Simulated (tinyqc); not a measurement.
Six-transistor SRAM cell, nodal equations and margins: effect of the gain factor of the pull-down transistor.

Two cross-coupled inverters (pull-down bn, pull-up bp) hold the nodes Q and QB; access transistors (ba, threshold VTn, gate on the word line at Vdd when selected) join them to the bit lines. Transistor (EKV form, voltages against the body): I = 2 n b Vt^2 [F(vp - Vs) - F(vp - Vd)] from drain to source, F(v) = ln^2(1 + exp(v/(2 Vt))), vp = (Vg - VT + sg |Vd - Vs|)/n. n-channel bodies are at 0; for the p-channel device all voltages are counted down from Vdd. b in uA/V^2 gives I in uA. For an access transistor the bit line is the drain and the node the source. In a read both bit lines are at Vdd. The cell is symmetric (no mismatch).

f(x) is the node voltage of one half-cell for input x: In = Ip in hold, In = Ip + Ia in a read. Static noise margin: side of the largest square between the curve (x, f(x)) and its mirror image (f(y), y); with h(c) the root x of f(x) - x = c, it is the maximum over c > 0 of h(c) - h(-c) + c. Q is the low node in a read and Iread the current of its access transistor. The write trip is the voltage to which the bit line of the high node must fall (the other staying at Vdd) for that state to vanish; higher is easier, and a negative value means that a grounded bit line does not write.

Parameters, values chosen for the exercise: temperature T = 400 K; supply voltage Vdd = 0.8 V; slope factor n = 1.28; drain-induced barrier lowering sg = 0.118; n-channel threshold VTn = 0.39 V; p-channel threshold (magnitude) VTp = 0.26 V; gain factor of the access transistor ba = 300 uA/V^2; gain factor of the pull-up transistor bp = 160 uA/V^2.

Constants: q = 1.602176634e-19 C, kB = 1.380649e-23 J/K, Vt = kB T/q. Results are converted to the units shown.

Results:

| bn (uA/V^2) | hold margin (mV) | read margin (mV) | Q in a read (mV) | Iread (uA) | write trip (mV) |
|---|---|---|---|---|---|
| 280 | 274.8 | 157.0 | 130.7 | 12.30 | 173.0 |
| 370 | 277.7 | 161.9 | 111.9 | 14.33 | 163.1 |
| 490 | 279.6 | 167.5 | 94.07 | 16.41 | 153.0 |
| 850 | 280.1 | 179.1 | 64.01 | 20.25 | 133.0 |
| 1100 | 278.9 | 184.5 | 52.47 | 21.84 | 123.8 |

Estimate the missing row, bn = 650 uA/V^2.

Computed row:

| bn (uA/V^2) | hold margin (mV) | read margin (mV) | Q in a read (mV) | Iread (uA) | write trip (mV) |
|---|---|---|---|---|---|
| 650 | 280.4 | 173.4 | 77.77 | 18.44 | 142.7 |

With this row back in the table: As bn goes from 280 to 1100 uA/V^2, the read margin rises from 157 to 185 mV, the write trip falls from 173 to 124 mV and Iread rises from 12.3 to 21.8 uA. The read margin is 0.57 of the hold margin in the first row and 0.66 in the last. Read stability and write ability pull in opposite directions.

tinyqc, about 0.1 s, one thread, Intel Xeon 2.30GHz (shared host): `OMP_NUM_THREADS=1 python tinyqc.py 2340023 2340024 out.jsonl`
